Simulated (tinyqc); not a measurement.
Length of a polyene: Hueckel, PPP and singles CI along the polyenes. Computed by the program tinyqc. Hueckel uses the same beta without repulsion; CIS keeps all single excitations and so misses the low, doubly excited 2Ag state. W is the valence ionisation energy of a centre, MN the Mataga-Nishimoto formula, f the oscillator strength.

All-trans chains of carbon centres 1.40 angstrom apart:

| parameter | value |
|---|---|
| beta (eV), times 1 +/- alternation | -2.570000 |
| alternation | 0.100000 |
| W (eV) | 11.160000 |
| gamma_rr (eV) | 10.420000 |
| repulsion formula | Ohno |

Gaps and excitations (eV):

| centres | Hueckel gap | PPP orbital gap | bright singlet (CIS) | f | lowest triplet (CIS) |
|---|---|---|---|---|---|
| 2 | 5.6540 | 12.9741 | 7.2039 | 0.6176 | 4.1041 |
| 4 | 3.7958 | 10.3822 | 5.6661 | 1.1266 | 3.0211 |
| 6 | 2.9464 | 9.0909 | 4.7940 | 1.5640 | 2.5081 |
| 8 | 2.4670 | 8.3350 | 4.2471 | 1.9563 | 2.2349 |
| 10 | 2.1617 | 7.8493 | 3.8794 | 2.3166 | 2.0745 |
| 12 | 1.9514 | 7.5173 | 3.6203 | 2.6559 | 1.9734 |
| 14 | 1.7986 | 7.2801 | 3.4312 | 2.9825 | 1.9061 |

What does the comparison show, and why?

The Hueckel gap tends to 4 x alternation x |beta| = 1.03 eV for long chains. Exchange opens the PPP orbital gap, and the attraction of electron and hole brings the bright state 3.85 eV below it at 14 centres; the triplet lies 1.53 eV lower still.
